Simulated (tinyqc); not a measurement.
# Metal-interlayer-semiconductor contact, depinning against tunnelling resistance: two studies

Zero bias, n-type semiconductor. Gap states at the semiconductor surface thin out as exp(-be ti), which unpins the barrier; electrons must then cross the interlayer (a rectangular barrier, no voltage drop across it) and the parabolic depleted layer, both by WKB. Energies E are counted from the Fermi level; no image force, parabolic bands.

Inputs (values chosen for the exercise); semiconductor values close to those of gallium arsenide; interlayer mass of the order of that in lanthanum oxide, offset chosen freely: temperature T = 300 K; band gap Eg = 1.39 eV; relative permittivity eps_r = 12.6; electron affinity chi = 4.05 eV; conduction-band density of states at T Nc = 4.4e17 cm^-3; tunnelling mass in the semiconductor mt = 0.0664 m0; Richardson mass mA = 0.0687 m0; donor density Nd = 2.7e18 cm^-3; charge-neutrality level above the valence band E0 = 0.49 eV; pinning factor without interlayer S0 = 0.1; metal work function phiM = 4.49 eV; interlayer thickness ti = 0.3 nm; conduction-band offset of the interlayer above the semiconductor dE = 2.03 eV; tunnelling mass in the interlayer mi = 0.3 m0; decay constant of gap states through the interlayer be = 6 1/nm.

Constants: q = 1.602176634e-19 C, kB = 1.380649e-23 J/K, eps0 = 8.8541878128e-12 F/m, hbar = 1.054571817e-34 J s, h = 6.62607015e-34 J s, m0 = 9.1093837015e-31 kg, Vt = kB T/q, hbar^2/(2 m0) = 0.0380998212 eV nm^2. Results are converted to the units shown.

Each table varies one quantity; the others keep the values above.

## Contact resistivity against the interlayer thickness

S = 1/(1 + (1/S0 - 1) exp(-be ti)); phiB = S (phiM - chi) + (1 - S)(Eg - E0); xi = Ec - EF deep inside, from Nd = Nc F(-xi/Vt), F(x) = (2/sqrt(pi)) int_0^infinity sqrt(u) du/(1 + exp(u - x)); band bending U = phiB - xi; E00 = (hbar/2) sqrt(Nd/(eps0 eps_r mt m0)) in volts; A = 4 pi q mA m0 kB^2/h^3. With U = phiB - xi: for xi < E < phiB, y = (E - xi)/U and G1 = (U/E00) [sqrt(1 - y) - y ln((1 + sqrt(1 - y))/sqrt(y))], G1 = 0 above phiB; G2 = 2 ti sqrt(mi max(phiB + dE - E, 0)/C), C = hbar^2/(2 m0); f = 1/(1 + exp(E/Vt)); 1/rho_c = (A T^2/Vt^2) times the integral of exp(-G1 - G2) f over E from xi upwards. Shares under 0.001 % are printed as 0; rows without band bending are left out.

The same in every row: E00/Vt = 1.29.

Result of one run:
```
ti (nm)      S  phiB (eV)  rho_c (ohm cm^2)  rho_c with G2 = 0 (ohm cm^2)  peak of the integrand (eV)  share above phiB (%)
1.6      0.999      0.440               130                       1.31e-4                      0.0822                0.0453
```

What becomes of these results when the interlayer thickness ti is changed from 1.6 to 0.4 nm, all else the same?

Result of the changed run:
```
ti (nm)      S  phiB (eV)  rho_c (ohm cm^2)  rho_c with G2 = 0 (ohm cm^2)  peak of the integrand (eV)  share above phiB (%)
0.4      0.551      0.647             0.689                        0.0194                       0.111               0.00113
```

The whole series:
```
ti (nm)      S  phiB (eV)  rho_c (ohm cm^2)  rho_c with G2 = 0 (ohm cm^2)  peak of the integrand (eV)  share above phiB (%)
0        0.100      0.854              3.29                          3.29                       0.152                     0
0.2      0.269      0.776              2.92                         0.473                       0.137                     0
0.4      0.551      0.647             0.689                        0.0194                       0.111               0.00113
0.6      0.803      0.531             0.221                       0.00115                      0.0887               0.00654
0.8      0.931      0.472             0.288                       2.77e-4                      0.0795                0.0171
1        0.978      0.450             0.942                       1.65e-4                      0.0775                0.0265
1.2      0.993      0.443              4.44                       1.40e-4                      0.0783                0.0333
1.4      0.998      0.441              23.6                       1.33e-4                      0.0800                0.0393
1.6      0.999      0.440               130                       1.31e-4                      0.0822                0.0453
```

As ti goes from 0 to 1.6, phiB falls from 0.854 to 0.440 eV and rho_c goes from 3.29 through a minimum of 0.221 (at ti = 0.6 among the rows listed) to 130 ohm cm^2. At ti = 0.6 nm rho_c is 14.9 times lower than without interlayer: up to there the falling barrier gains more than tunnelling through the layer costs, beyond it the layer dominates. The ratio of rho_c to its value with G2 = 0 runs from 1.00 to 9.89e5.

## Contact resistivity against the donor density

Same model as above.

The same in every row: S = 0.402; phiB (eV) = 0.715.

Contact resistivity against the donor density:
```
Nd (cm^-3)  E00/Vt  rho_c (ohm cm^2)  rho_c with G2 = 0 (ohm cm^2)  peak of the integrand (eV)  share above phiB (%)
1.5e16      0.0962            1.68e5                        1.52e4                       0.709                  43.2
3.7e16       0.151            1.14e5                        1.02e4                       0.701                  29.2
9.6e16       0.243            5.79e4                        5.12e3                       0.678                  14.9
2.4e17       0.385            1.87e4                        1.60e3                       0.623                  4.81
6.2e17       0.618            2.12e3                           170                       0.497                 0.547
1.6e18       0.993              37.6                          2.68                       0.273               0.00968
4.1e18        1.59             0.101                       0.00647                      0.0532                     0
1e19          2.48           5.37e-4                       3.31e-5                     0.00342                     0
2.6e19        4.00           9.76e-6                       5.83e-7                     -0.0244                     0
```

What does the table show?

As Nd goes from 1.5e16 to 2.6e19, phiB stays at 0.715 eV and rho_c falls from 1.68e5 to 9.76e-6 ohm cm^2. rho_c goes as Nd^(-0.43) between the first two rows and Nd^(-4.19) between the last two, while E00/Vt goes from 0.0962 to 4.00 and the share above the barrier from 43.2 to 0 %. The ratio of rho_c to its value with G2 = 0 runs from 11.0 to 16.7. For Nd = 1e19, 2.6e19 the Fermi level lies deep in the band, where non-parabolicity matters.

Numbers from tinyqc (`OMP_NUM_THREADS=1 python tinyqc.py 2270149 2270150 out.jsonl`; about 0.03 s on one thread of a shared Intel Xeon 2.30GHz).
